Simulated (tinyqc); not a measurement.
Inside a calculation. Method: Hueckel theory of the pi electrons with the omega technique, for the molecule Nc1cccc(=O)cc1 (SMILES; centres numbered as the heavy atoms are written). Computed by tinyqc, a small Python program that keeps every step. Settings: charge = 0, omega = 1.0, damping = 0. Command: `OMP_NUM_THREADS=1 python tinyqc.py 28200 28201 out.jsonl` (the two numbers bound the seeds that draw the settings). One thread of a shared host (Intel(R) Xeon(R) Processor @ 2.60GHz), about 0.04 s of CPU time with the checks.

Centres:
```
centre  z_r, pi electrons of the neutral centre        h
1N                                            2  1.50000
2C                                            1  0.00000
3C                                            1  0.00000
4C                                            1  0.00000
5C                                            1  0.00000
6C                                            1  0.00000
7O                                            1  1.00000
8C                                            1  0.00000
9C                                            1  0.00000
```

Bonds:
```
i  j        k
1  2  0.80000
2  3        1
3  4        1
4  5        1
5  6        1
6  7        1
6  8        1
8  9        1
9  2        1
```

Each round sets h_r = h_r(0) + omega (z_r - P_rr), keeping the share named as damping of the old diagonal; repeat until output and input diagonals agree to 1e-6.

Rounds:
```
round   sum n x  largest |h(out) - h(in)|
1      14.83340                  7.44e-01
2      14.42554                  3.22e-01
3      14.60860                  1.86e-01
4      14.48928                  1.01e-01
5      14.55158                  6.01e-02
6      14.51339                  3.52e-02
7      14.53535                  2.15e-02
8      14.52172                  1.31e-02
9      14.53000                  8.72e-03
10     14.52475                  6.54e-03
11     14.52806                  4.92e-03
12     14.52592                  3.73e-03
13     14.52730                  2.85e-03
14     14.52640                  2.21e-03
15     14.52698                  1.73e-03
16     14.52660                  1.37e-03
17     14.52685                  1.10e-03
18     14.52669                  8.90e-04
19     14.52679                  7.29e-04
20     14.52673                  6.04e-04
21     14.52676                  5.04e-04
22     14.52675                  4.24e-04
23     14.52675                  3.59e-04
24     14.52675                  3.06e-04
25     14.52675                  2.62e-04
26     14.52676                  2.25e-04
27     14.52675                  1.94e-04
28     14.52676                  1.68e-04
29     14.52675                  1.45e-04
30     14.52676                  1.26e-04
31     14.52675                  1.09e-04
32     14.52675                  9.51e-05
33     14.52675                  8.28e-05
34     14.52675                  7.21e-05
35     14.52675                  6.28e-05
36     14.52675                  5.48e-05
37     14.52675                  4.78e-05
38     14.52675                  4.17e-05
39     14.52675                  3.64e-05
40     14.52675                  3.17e-05
```

Can the last value be used, and what does the course show?

Not by the stop rule, although the second column moves by less than 1e-05 over the last three steps. Not converged within 40 rounds: the residual falls steadily but slowly, by a factor of about 0.87 a step. Reruns: damping 0.5: converged in 16; damping 0.8: not converged.
